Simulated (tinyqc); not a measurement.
Inside a calculation. Method: Rayleigh-quotient iteration on a symmetric matrix. One step of it, computed by the program tinyqc.

Problem. Step 2. solve (A - shift) w = v; v' = w/|w| with its largest component positive (the first on a tie); lambda = v'^T A v'; the next shift is lambda.

A:
```
[[1.557000, -0.120000, -0.534000, -0.010000, -0.145000, -0.033000],
 [-0.120000, 1.612000, 0.077000, -0.290000, -0.242000, 0.325000],
 [-0.534000, 0.077000, 2.788000, 0.257000, -0.546000, 0.720000],
 [-0.010000, -0.290000, 0.257000, 2.810000, 0.311000, -0.051000],
 [-0.145000, -0.242000, -0.546000, 0.311000, 3.054000, -0.563000],
 [-0.033000, 0.325000, 0.720000, -0.051000, -0.563000, 3.400000]]
```

vector after step 1: [0.691207, 0.515112, 0.360647, 0.154893, 0.315656, 0.056531]

Rayleigh quotient after step 1 = 1.362884

Give: vector after step 2; Rayleigh quotient after step 2.

Solution.

vector after step 2: [0.8521, 0.2059, 0.4181, -0.0873, 0.1847, -0.1222]

Rayleigh quotient after step 2 = 1.2293
